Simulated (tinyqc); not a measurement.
Special k points of the fcc lattice: sweeps and comparisons. A value that a table varies takes the place of the one given here.

Lattice vectors in units of a: a1 = (0, 1/2, 1/2), a2 = (1/2, 0, 1/2), a3 = (1/2, 1/2, 0); reciprocal vectors b_i with a_i . b_j = 2 pi delta_ij. Mesh: k = sum_i f_i b_i with f_i = (2 j_i + shift)/(2 N), j_i = 0 .. N-1. The point group of the lattice has 48 operations; only those that map the mesh onto itself are used.

A_m(k) = sum over the m-th star of lattice vectors R of cos(k . R), stars in order of length: m = 1: |R|^2 = 0.5, 12 vectors, such as (1, 0, 0) in the basis a_i; m = 2: |R|^2 = 1, 6 vectors, such as (1, 1, -1) in the basis a_i; m = 3: |R|^2 = 1.5, 24 vectors, such as (2, 0, -1) in the basis a_i; m = 4: |R|^2 = 2, 12 vectors, such as (2, 0, 0) in the basis a_i; m = 5: |R|^2 = 2.5, 24 vectors, such as (2, 1, -1) in the basis a_i; m = 6: |R|^2 = 3, 8 vectors, such as (3, -1, -1) in the basis a_i. The zone mean of every A_m is zero.

Test function, the lower band of a two-band insulator: E(k) = -sqrt(D^2 + (e0 - t A_1(k))^2).

Parameters, chosen for this exercise:
- D = 1.41 eV (half gap term)
- t = 0.32 eV (coupling)
- e0 = 2.28 eV (offset)
- N = 3 (points along each reciprocal vector)
- shift = 1 (half steps)

## Mesh size and shift

Errors of the mean of E against the unshifted mesh with N = 24. The fifth column is |R|^2 of the shortest star with a non-zero mean.

Meshes:

| mesh | points | irreducible | operations | \|R\|^2 missed | error (meV) |
|---|---|---|---|---|---|
| 1 Gamma | 1 | 1 | 48 | 0.50 | 703.115 |
| 1 shifted | 1 | 1 | 12 | 1.00 | 125.134 |
| 2 Gamma | 8 | 3 | 48 | 2.00 | -233.229 |
| 2 shifted | 8 | 2 | 12 | 4.00 | 10.135 |
| 3 Gamma | 27 | 4 | 48 | 4.50 | -10.439 |
| 3 shifted | 27 | 6 | 12 | 9.00 | -2.282 |
| 4 Gamma | 64 | 8 | 48 | 8.00 | 4.451 |
| 4 shifted | 64 | 10 | 12 | 16.00 | 0.348 |
| 5 Gamma | 125 | 10 | 48 | 12.50 | 0.143 |
| 5 shifted | 125 | 19 | 12 | >16 | -0.033 |
| 6 Gamma | 216 | 16 | 48 | >16 | -0.310 |
| 6 shifted | 216 | 28 | 12 | >16 | -0.002 |

reference mean = -2.80590 eV

The shifted mesh has the smaller error for 6 of 6 values of N and the larger for 0. The cheapest mesh within 1 meV is 4 shifted and 5 Gamma, with 10 irreducible points. A mesh misses the lattice vectors N (n1 a1 + n2 a2 + ...); the half shift gives each the sign (-1)^(n1 + n2 + ...), so the 12 shortest ones add up to 0 in place of 12: they cancel. The shift lowers the symmetry; it leaves more irreducible points for N = 3, 4, 5 and 6; it leaves fewer irreducible points for N = 2.

## Gap and mesh density

D takes the values listed; errors against the unshifted mesh with N = 30, for unshifted meshes.

Errors (meV):

| D (eV) | reference (eV) | N = 2 | N = 4 | N = 6 | N = 8 |
|---|---|---|---|---|---|
| 0.2 | -2.3602 | -317.922 | 17.329 | -6.349 | 1.775 |
| 0.4 | -2.3965 | -305.643 | 15.366 | -3.972 | 1.127 |
| 0.8 | -2.5195 | -276.071 | 9.865 | -1.454 | 0.276 |
| 1.5 | -2.8562 | -227.597 | 3.955 | -0.248 | 0.019 |
| 2.5 | -3.5145 | -176.937 | 1.160 | -0.024 | 0.001 |
| 4.0 | -4.7171 | -129.666 | 0.279 | -0.002 | 0.000 |

The first listed N from which the error stays below 0.5 meV is none for D = 0.2, none for D = 0.4, 8 for D = 0.8, 6 for D = 1.5, 6 for D = 2.5, 4 for D = 4 eV. A larger D makes the function smoother, so its Fourier coefficients fall faster with |R|.

## One point for the whole zone

The mean-value (Baldereschi) point is taken at k = (2 pi/a) (0.6223, 0.2953, 0), that is f = (0.1477, 0.3111, 0.4588); the reference is the mesh with N = 24.

Single points:

| point | A_1 | A_2 | A_3 | A_4 | E (eV) |
|---|---|---|---|---|---|
| Gamma | 12.000 | 6.000 | 24.000 | 12.000 | -2.1028 |
| mean-value point | 0.000 | 0.000 | -4.405 | -3.192 | -2.6807 |
| zone-face centre b1/2 | 0.000 | -6.000 | 0.000 | 12.000 | -2.6808 |

reference mean = -2.8059 eV

The mean-value point makes A_1 and A_2 vanish. Its error is +125 meV, against +703 meV at Gamma and +125 meV at b1/2. E is not linear in A_1; its powers hold sums of nearest vectors and a non-zero mean, so this point is not exact. A_1 has the same value at b1/2, and E depends on A_1 alone, so this test cannot tell the two points apart.

## What moves the zone average

Mean of E over the mesh, and its error against the unshifted mesh with N = 24. Each row changes one parameter from the base and keeps the others.

Results:

| case | mean (eV) | error (meV) | irreducible points |
|---|---|---|---|
| base | -2.8082 | -2.28 | 6 |
| N = 4 | -2.8056 | 0.35 | 10 |
| shift = 0 | -2.8163 | -10.44 | 4 |
| D = 0.987 eV | -2.6013 | -5.13 | 6 |
| t = 0.416 eV | -2.9225 | -2.09 | 6 |

The largest shifts from the base row, up to three for each result and ties (the steps differ in size, so this ranks the rows, not the parameters). mean (eV): D +0.2069, t -0.1143, shift -0.0082. error (meV): shift -8.16, D -2.85, N +2.63. irreducible points: N +4, shift -2; unchanged at the printed digits by D and t.

tinyqc: `OMP_NUM_THREADS=1 python tinyqc.py 1650525 1650526 out.jsonl`; about 0.2 s, one thread, shared Intel(R) Xeon(R) Processor @ 2.30GHz.
